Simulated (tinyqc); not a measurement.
## Trap density from the capacitance step

Problem. A junction with shallow donors Nd and a deep trap has C_HF = eps0 eps_r/W and C_LF = eps0 eps_r (Nd + Nt)/(Nd W + Nt xt), xt = W - lam. Find W, xt and Nt.

Values chosen for this exercise:
- eps_r = 12.7 (relative permittivity)
- Nd = 5.9e14 cm^-3 (shallow donor density)

Constants: eps0 = 8.8541878128e-14 F/cm where lengths are in cm. Results are converted to the units shown.

C_HF = 4.9941745 nF/cm^2
C_LF = 5.0430154 nF/cm^2
lam = 498.31472 nm

Solution. C_HF gives W. With y = C_LF/C_HF, Nt/Nd = (y - 1)/(1 - y xt/W).

W = 2.25e3 nm
xt = 1.75e3 nm
Nt = 2.70e13 cm^-3

Program tinyqc, `OMP_NUM_THREADS=1 python tinyqc.py 2050147 2050148 out.jsonl`; Intel Xeon 2.30GHz, shared host, one thread, about 0.01 s.
